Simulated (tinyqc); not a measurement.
Solute along a frozen bar: binary melting diagram from solution models of liquid and solid. Computed by tinyqc, a small Python program. Command: `OMP_NUM_THREADS=1 python tinyqc.py 3008011 3008012 out.jsonl melt walk`. One thread of a shared host (Intel(R) Xeon(R) Processor @ 2.30GHz), about 0.01 s of CPU time with the checks.

x is the fraction of B. In a phase with interaction L: mu_A = G_A + R T ln(1 - x) + L x^2, mu_B = G_B + R T ln x + L (1 - x)^2. Melting: G(liquid) - G(solid) = H (1 - T/T_m) for each pure component.

Inputs (values chosen for the exercise, modelled on Si-Ge):
```
quantity                 value    unit
melting point T_A         1687       K
melting point T_B         1211       K
heat of melting H_A       50.7  kJ/mol
heat of melting H_B         37  kJ/mol
liquid interaction L_L     6.3  kJ/mol
solid interaction L_S      3.9  kJ/mol
dilute content c0 of B   0.008       -
growth number V delta/D   0.26       -
```

Diagram: complete solid solution (lens).

Constants: R = 8.314462618 J/(mol K).

Method. At T_A, k0 = exp[(dG_B(T_A) + L_L - L_S)/(R T_A)]; van 't Hoff: m_L = -R T_A^2 (1 - k0)/H_A per unit fraction. Burton-Prim-Slichter: k_eff = k0/[k0 + (1 - k0) exp(-V delta/D)]. Freezing range of c0: |m_L| c0 |1 - k0|/k0. For the solid at frozen fraction f, relative to c0. Lever rule: k0/[1 - (1 - k0) f]. Scheil (no diffusion in the solid, mixed liquid): k (1 - f)^(k - 1), with k0 and with k_eff. One zone pass with a zone a tenth of the bar long: 1 - (1 - k0) exp(-10 k0 f).

partition coefficient k0 = 0.420739

effective coefficient k_eff = 0.485069

Ratio c_s/c0:
```
f    lever rule  Scheil, k0  Scheil, k_eff  one zone pass
0.0     0.42074      0.4207         0.4851        0.42074
0.1     0.44661      0.4472         0.5121        0.61968
0.3     0.50923      0.5173         0.5829        0.83605
0.5     0.59228      0.6286         0.6931        0.92933
0.7     0.70770      0.8451         0.9017        0.96953
0.8     0.78410      1.0688         1.1110        0.98000
0.9     0.87898      1.5969         1.5876        0.98687
```

What follows from these numbers?

All but the k_eff column start at k0 = 0.421. At f = 0.9 Scheil gives 1.60 against 0.879 for the lever rule, since the solid keeps what it took and the last liquid is richer in B. Scheil passes c0 at f = 0.776. Last over first value: 3.80 with k0 and 3.27 with k_eff, so faster growth gives the more even bar.
